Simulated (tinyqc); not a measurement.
Inside a calculation. Model: equilibrium and kinetic segregation of a solute to boundaries and growing surfaces. Computed by tinyqc, a small Python program that keeps every step. Command: `OMP_NUM_THREADS=1 python tinyqc.py 3010515 3010516 out.jsonl segreg walk`. One thread of a shared host (Intel(R) Xeon(R) Processor @ 2.30GHz), about 0.01 s of CPU time with the checks. Intermediate numbers are printed to about 6 digits and carried at full precision; extremes and crossings named in words are read from the listed rows.

Inputs (values chosen for the exercise, modelled on phosphorus in polycrystalline silicon):
```
quantity                          value          unit
segregation energy Q              0.449            eV
total solute fraction x0         0.0024             -
temperature T                      1050             K
grain size d                        100            nm
boundary thickness delta           0.73            nm
atomic volume Omega               20.02    angstrom^3
clean boundary energy gamma_0      0.85         J/m^2
bulk diffusivity D              9.5e-18         m^2/s
anneal time t                       1.5             s
exchange barrier E_b               1.85            eV
surface segregation energy E_s     0.43            eV
growth temperature T_g              810             K
growth rate                        0.15  monolayers/s
```

Isotherm: Langmuir-McLean.

Constants: k_B = 8.617333262e-05 eV/K; 1 eV/angstrom^2 = 16.02176634 J/m^2.

## Coverage for very large grains

With theta the solute fraction on boundary sites and x that in the grains, theta/(1 - theta) = [x/(1 - x)] exp[Q/(k_B T)]. The coverage theta_inf is that for x = x0.

coverage theta_inf = 0.255865

## Depletion of small grains

Finite grains: boundary sites are the fraction f = 3 delta/d, and x0 = (1 - f) x + f theta; solve both equations for theta; share at boundaries = f theta/x0.

site fraction f = 0.0219

coverage theta = 0.0817764

fraction x left in the grains = 6.22736e-04

share of solute at boundaries = 74.6209 %

enrichment theta/x = 131.318

75 % of the solute sits at boundaries; for a dopant that share is electrically lost. The supply limits the coverage, which stays well below theta_inf.

## Boundary energy

Gibbs adsorption for this isotherm in a dilute matrix: gamma = gamma_0 + Gam_0 [k_B T ln(1 - theta)], Gam_0 = delta/Omega sites per area.

Gam_0 = 36.4635 1/nm^2

boundary energy gamma = 0.804902 J/m^2

Segregation lowers gamma by 5.3 %, and the driving force of grain growth with it.

## How fast the boundary fills

McLean kinetics from a uniform start, fed from both sides, with a constant enrichment beta = theta_inf/x0: (theta - x0)/(theta_inf - x0) = 1 - exp(s^2) erfc(s), s = 2 sqrt(D t)/(beta delta); half filling at s = 0.7691, t = (0.7691 beta delta/2)^2/D. D is an input and does not follow T.

s = 0.0970095

degree of filling = 0.100698

time to half filling = 94.2819 s

diffusion length sqrt(D t) = 3.77492 nm

Caution: half of theta_inf exceeds the equilibrium coverage of grains of this size, so half filling is never reached in them. Caution: by the time of half filling the diffusion length reaches across the grain, so the real time is longer or half filling is never reached.

## Segregation at a growing surface

Two-state exchange during growth, dilute: jump up r_u = nu exp(-E_b/(k_B T_g)), jump back r_d = r_u exp(-E_s/(k_B T_g)), nu = 1e13 1/s. In the time 1/R of one monolayer the share carried up is p = [r_u/(r_u + r_d)] [1 - exp(-(r_u + r_d)/R)]; the tail decays as p^n, length -1/ln p monolayers; the equilibrium limit has p = r_u/(r_u + r_d).

r_u = 30.8600 1/s

r_d = 0.0651565 1/s

share carried up p = 0.997893

decay length = 474.128 monolayers

Exchange is fast against growth: the equilibrium regime, where heating shortens the tail.

## Tail length against growth temperature

The formulas are those given above.

Exchange model:
```
T_g (K)        r_u/R         p  length (monolayers)  equilibrium limit
580      5.60731e-03  0.005592          1.92809e-01            5450.38
620      6.10746e-02  0.059246          3.53851e-01            3128.96
654      3.69535e-01  0.308918          8.51297e-01            2059.31
688      1.87146e+00  0.845705          5.96715e+00            1412.59
715      6.08028e+00  0.996797          3.11713e+02            1074.28
742      1.81311e+01  0.998801          8.33455e+02             833.46
782      7.96452e+01  0.998309          5.91018e+02             591.02
843      5.80627e+02  0.997320          3.72639e+02             372.64
944      8.85574e+03  0.994963          1.98043e+02             198.04
```

The length peaks among these rows at 742 K with 833 monolayers. Below, exchange freezes (r_u/R = 0.0056 in the first row); above, the length follows the equilibrium limit, about exp(E_s/(k_B T)), down to 198.

## Coverage against grain size

The formulas are those given above.

At T:
```
d (nm)     theta  x in the grains  share at boundaries (%)
15      0.015782       0.00011218                  96.0082
30      0.030118       0.00021723                  91.6097
60      0.055007       0.00040711                  83.6564
120     0.092960       0.00071656                  70.6882
250     0.142528       0.00116163                  52.0226
500     0.185738       0.00159345                  33.8971
1000    0.216534       0.00193002                  19.7587
5000    0.247236       0.00229271                   4.5121
```

From the largest grains to the smallest the share at boundaries rises from 4.5 to 96 %, and x/x0 falls to 0.047. In the dilute limit x/x0 = 1/(1 - f + f exp(Q/(k_B T))), which gives 0.046 at 15 nm.

Checks made by the program: mass balance (relative difference below 1e-10).
